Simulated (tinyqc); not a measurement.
Inside a calculation. Method: lattice vibrations of a chain. One step of it, computed by the program tinyqc.

Task: Dynamical matrix at q = 0.29. q is in units of 2 pi/a. A spring k from atom i to atom j, n cells on, adds k to Phi_ii and Phi_jj, -k exp(2 pi i q n) to Phi_ij and the conjugate to Phi_ji (for one atom a cell: 2k (1 - cos 2 pi q n)); D_ij = Phi_ij / sqrt(m_i m_j).

A chain moving along its axis:

| atom | mass (u) | spring to the next atom (eV/angstrom^2) |
|---|---|---|
| 1 | 10.400000 | 13.300000 |
| 2 | 78.800000 | 23.000000 |
| 3 | 13.800000 | 17.600000 |
| second neighbours | - | 2.800000 |

Give: D(q).

Result:

D(q) (eV/(angstrom^2 u)), lower triangle (Hermitian):
```
               1              2      3
1          3.510
2  -0.440-0.095i          0.532
3   0.132-1.423i  -0.676-0.082i  3.348
```
